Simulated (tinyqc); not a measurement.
## Core-level spacing from the offsets

Problem. For an overlayer B on a substrate A, dEv = (iB - iA) - (cB - vB) + (cA - vA) in binding energies, and dEc + dEv = EgB - EgA. Find dEv and the spacing iB - iA that a thin film must show.

Inputs (values chosen for the exercise):
- EgA = 3.35 eV (gap of the substrate A)
- EgB = 8.75 eV (gap of the overlayer B)

dEc = 3.6386650 eV
cA - vA = 53.701335 eV
cB - vB = 60.1 eV

Answer. The gaps give dEv, and the Kraut relation is solved for the spacing.

dEv = 1.7613 eV
iB - iA = 8.1600 eV

tinyqc, about 0.01 s, one thread, Intel Xeon 2.30GHz (shared host): `OMP_NUM_THREADS=1 python tinyqc.py 2410143 2410144 out.jsonl`
